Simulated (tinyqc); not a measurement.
Doping from resistivity.

Question. A uniform, uncompensated and fully ionised sample has rho = 1/(q N mu), mu = m1 + (m2 (T/300 K)^(-bt) - m1)/(1 + (N/Nr)^am). Find N, mu and the diffusion coefficient mu Vt.

Values chosen for this exercise: temperature T = 400 K; mobility limit at high doping m1 = 57.2 cm^2/(V s); mobility limit at low doping, at 300 K m2 = 987 cm^2/(V s); reference doping of the mobility law Nr = 2.04e17 cm^-3; exponent of the mobility law am = 0.72; temperature exponent of m2 bt = 2.4.

Constants: q = 1.602176634e-19 C, kB = 1.380649e-23 J/K, Vt = kB T/q. Results are converted to the units shown.

resistivity = 1.7519726 ohm cm

Answer. With am below 1 the product N mu rises steadily with N, so one doping matches; it is found by iterating N = 1/(q rho mu(N)).

N = 7.80e15 cm^-3
mu = 457 cm^2/(V s)
diffusion coefficient = 15.7 cm^2/s

Numbers from tinyqc (`OMP_NUM_THREADS=1 python tinyqc.py 2110081 2110082 out.jsonl`; about 0.01 s on one thread of a shared Intel Xeon 2.30GHz).
